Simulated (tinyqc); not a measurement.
# Electron mobility in a silicon inversion layer, empirical terms and Matthiessen rule: what changes with what

Inversion layer of sheet density Ns on a uniformly doped body, under a high-permittivity gate with an interlayer. The mobility terms are empirical power laws with prefactors chosen for the exercise; adding their inverses (Matthiessen) is itself an approximation.

Parameters, values chosen for the exercise; material values close to those of silicon: temperature T = 350 K; band gap Eg = 1.12 eV; relative permittivity of the semiconductor eps_r = 11.8; conduction-band density of states at T Nc = 3.49e19 cm^-3; valence-band density of states at T Nv = 3.3e19 cm^-3; body doping Nb = 5.5e16 cm^-3; reverse body bias Vsb = 0 V; weight of the inversion charge in the effective field eta = 0.5; phonon-limited mobility at 1 MV/cm and 300 K Ap = 430 cm^2/(V s); roughness-limited mobility at 1 MV/cm As = 1110 cm^2/(V s); exponent of the roughness term gs = 2; Coulomb prefactor Ac = 2900 cm^2/(V s); charge at the interface Nit = 1.1e12 cm^-2; remote-phonon mobility without interlayer Ar = 380 cm^2/(V s); interlayer thickness ti = 0.6 nm; decay length of remote phonons lr = 0.9 nm; inversion density Ns = 2.9e12 cm^-2.

Constants: q = 1.602176634e-19 C, kB = 1.380649e-23 J/K, Vt = kB T/q, eps0 = 8.8541878128e-14 F/cm where lengths are in cm. Results are converted to the units shown.

Each table varies one quantity; the others keep the values above.

## Effect of the interlayer thickness

ni = sqrt(Nc Nv) exp(-Eg/(2 Vt)), Eg in volts; Ndep = sqrt(2 eps0 eps_r Nb (2 Vt ln(Nb/ni) + Vsb)/q); E = q (Ndep + eta Ns)/(eps0 eps_r), in MV/cm. With t = T/(300 K): muC = Ac (Ns/1e12 cm^-2) t/(Nb/1e17 cm^-3 + Nit/1e11 cm^-2), muP = Ap E^(-1/3) t^(-1.75), muS = As E^(-gs), muR = Ar exp(2 ti/lr)/t; 1/mu is the sum of the inverses.

The same in every row: E (MV/cm) = 0.33351; muC (cm^2/(V s)) = 849.49; muP (cm^2/(V s)) = 473.45; muS (cm^2/(V s)) = 9979.5.

Results:
```
ti (nm)  muR (cm^2/(V s))  mu (cm^2/(V s))
0.2                507.99           186.63
0.4                792.28           214.97
0.6                1235.7           238.16
0.8                1927.2           255.86
1                  3005.6           268.66
1.4                7311.0           283.58
1.6                 11402           287.59
1.8                 17783           290.21
```

Estimate the missing row, ti = 1.2 nm.

Computed row:
```
ti (nm)  muR (cm^2/(V s))  mu (cm^2/(V s))
1.2                4687.7           277.56
```

With this row back in the table: As ti goes from 0.2 to 1.8 nm, E stays at 0.334 MV/cm and mu rises from 187 to 290 cm^2/(V s). The phonon term is the smallest in the first and the last row.

## Effect of the inversion density

Same model as above.

The same in every row: muR (cm^2/(V s)) = 1236.

Effect of the inversion density:
```
Ns (cm^-2)  E (MV/cm)  muC (cm^2/(V s))  muP (cm^2/(V s))  muS (cm^2/(V s))  mu (cm^2/(V s))
2e11           0.1265             58.59             654.1           6.938e4            51.49
3.6e11         0.1388             105.5             634.2           5.765e4            84.13
6.3e11         0.1595             184.5             605.5           4.365e4            126.5
1.1e12         0.1955             322.2             565.7           2.904e4            175.0
2e12           0.2645             585.9             511.5           1.587e4            220.5
3.6e12         0.3872              1055             450.5              7404            243.2
6.3e12         0.5942              1845             390.5              3144            236.4
1.1e13         0.9546              3222             333.5              1218            202.5
2e13            1.645              5859             278.2             410.4            142.6
```

What does the table show?

As Ns goes from 2e11 to 2e13 cm^-2, E rises from 0.126 to 1.64 MV/cm and mu goes from 51.5 through a maximum of 243 (at Ns = 3.6e12 cm^-2 among the rows listed) to 143 cm^2/(V s). The smallest term is the Coulomb one in the first row and the phonon one in the last. Screening lifts the Coulomb term as Ns grows while the field presses the carriers to the interface, hence the maximum. At Ns = 2e13 cm^-2 E passes 1.5 MV/cm, beyond the usual range of such laws.

Numbers from tinyqc (`OMP_NUM_THREADS=1 python tinyqc.py 2510171 2510172 out.jsonl`; about 0.01 s on one thread of a shared Intel Xeon 2.30GHz).
